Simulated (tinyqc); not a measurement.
# From kappa of the perfect crystal back to shear modulus G

Model: estimate of lattice thermal conductivity from elastic moduli (Slack, Klemens and Cahill formulas). Computed by tinyqc, a small Python program. Command: `OMP_NUM_THREADS=1 python tinyqc.py 3028445 3028446 out.jsonl slack inv`. One thread of a shared host (Intel(R) Xeon(R) Processor @ 2.30GHz), about 0.01 s of CPU time with the checks.

An isotropic solid.

Inputs (values chosen for the exercise, for a model crystal):
```
quantity                    value        unit
bulk modulus B               28.5         GPa
volume per atom V            7.09  angstrom^3
mean atomic mass M           16.4           u
atoms per primitive cell n      2           -
temperature T                 900           K
```

Grueneisen parameter: from the Poisson ratio.

Constants: u = 1.6605390666e-27 kg; hbar = 1.054571817e-34 J s; k_B = 1.380649e-23 J/K.

Method:
- rho = M/V; vL = sqrt((B + 4G/3)/rho), vT = sqrt(G/rho); v_m = [(vL^-3 + 2 vT^-3)/3]^(-1/3); Poisson ratio sigma = (3B - 2G)/(6B + 2G); Theta = hbar v_m (6 pi^2/V)^(1/3)/k_B.
- Empirical rule gamma = (3/2) (1 + sigma)/(2 - 3 sigma).
- Slack, an estimate for T near or above Theta_a: kappa = A M Theta_a^3 delta n^(1/3)/(gamma^2 T) in W/(m K), with M in u, delta = V^(1/3) in angstrom, Theta_a = Theta n^(-1/3) and A = 2.43e-6/(1 - 0.514/gamma + 0.228/gamma^2).

Question. A run gave the result below. Find the shear modulus G, known to lie between 9.1 and 34 GPa.

kappa of the perfect crystal = 1.527354 W/(m K)

Answer.

Each step takes the trial c = (a f_b - b f_a)/(f_b - f_a), f being the result less the target and a, b, c the logarithms of the listed values; c replaces end b, the old b replaces a if the sign of f changed, and otherwise f_a is halved.

Scan of the range:
```
shear modulus G (GPa)  kappa of the perfect crystal (W/(m K))
9.1                                                    0.2685
11.3                                                   0.4738
14.1                                                   0.8686
17.6                                                   1.6323
21.9                                                   3.1035
27.3                                                   6.0237
34.0                                                  11.7320
```

False position (Illinois rule, in the logarithm of the input) inside the bracket:
```
step    end a    end b    trial  kappa of the perfect crystal (W/(m K))
1     14.1000  17.6000  17.0718                                 1.49476
2     17.6000  17.0718  17.1955                                 1.52621
3     17.6000  17.1955  17.2041                                 1.52839
4     17.1955  17.2041  17.2000                                 1.52735
5     17.2041  17.2000  17.2000                                 1.52735
```

Kappa of the perfect crystal rises at every point of a 13-point scan of the range (every second point is shown), so one value fits; it is bracketed by 14.1 and 17.6. Answer: shear modulus G = 17.20 GPa.
